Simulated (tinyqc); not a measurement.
# Hexagonal on-chip spiral inductor, lumped pi model: quality factor against frequency

Outer diameter do = di + 2 n wd + 2 (n - 1) sp, mean da = (do + di)/2, fill p = (do - di)/(do + di), length l = 3.464 n da. L = 2.33 mu0 n^2 da/(1 + 3.82 p), mu0 = 4 pi 1e-7 H/m. Rs = rho l/(wd delta (1 - exp(-th/delta))), delta = sqrt(rho/(pi f mu0)). Cs = n wd^2 eps0 eo/hu across the coil. At each end Cox = l wd eps0 eo/(2 ho) leads to the substrate branch Rsi = 2 rs he/(l wd) in parallel with Csi = l wd eps0 11.7/(2 he). With one end grounded Y = 1/(Rs + i w L) + i w Cs + 1/[1/(i w Cox) + 1/(1/Rsi + i w Csi)], w = 2 pi f; Q = -Im Y/Re Y. Eddy currents in neighbouring turns and in the substrate are left out.

Apparent inductance Im(1/Y)/w; share of the loss Re(substrate branch)/Re Y.

Inputs (values chosen for the exercise); values of the order met in silicon radio-frequency processes: number of turns n = 3.5; line width wd = 6 um; space between turns sp = 2 um; inner diameter di = 100 um; metal thickness th = 3.4 um; metal resistivity rho = 1.9 uohm cm; oxide below the coil ho = 4.6 um; oxide between coil and underpass hu = 1.1 um; relative permittivity of the oxide eo = 4.1; substrate resistivity rs = 20 ohm cm; effective spreading depth in the substrate he = 30 um.

Constants: eps0 = 8.8541878128e-12 F/m. Results are converted to the units shown.

Results:

| f (GHz) | Rs (ohm) | w L/Rs | Q | apparent inductance (nH) | loss in the substrate (%) |
|---|---|---|---|---|---|
| 0.43 | 2.266 | 3.013 | 3.010 | 2.529 | 0.02761 |
| 0.7 | 2.539 | 4.377 | 4.362 | 2.531 | 0.1554 |
| 1.1 | 2.879 | 6.066 | 5.996 | 2.537 | 0.7237 |
| 1.9 | 3.446 | 8.754 | 8.329 | 2.552 | 3.784 |
| 3 | 4.099 | 11.62 | 10.07 | 2.579 | 11.37 |
| 8.1 | 6.353 | 20.25 | 9.507 | 2.822 | 47.11 |
| 13 | 7.980 | 25.87 | 6.484 | 3.384 | 65.69 |
| 22 | 10.35 | 33.75 | 1.610 | 7.203 | 81.18 |

Estimate the missing row, f = 5 GHz.

Computed row:

| f (GHz) | Rs (ohm) | w L/Rs | Q | apparent inductance (nH) | loss in the substrate (%) |
|---|---|---|---|---|---|
| 5 | 5.090 | 15.60 | 10.77 | 2.646 | 27.39 |

With this row back in the table: Q goes from 3.01 through a maximum of 10.8 (at f = 5 GHz among the rows listed) to 1.61; the exact peak is 10.8 at 4.68 GHz and Q reaches zero at the self-resonance, 25.5 GHz. The share of the substrate rises from 0.0276 to 81.2 %, and the apparent inductance ends at 2.85 times L. At the peak the substrate takes 24.9 % of the loss. For f = 22 the coil is longer than 0.15 of a wavelength in the oxide, where one lumped section is rough.

Numbers from tinyqc (`OMP_NUM_THREADS=1 python tinyqc.py 2302190 2302191 out.jsonl`; about 0.01 s on one thread of a shared Intel Xeon 2.30GHz).
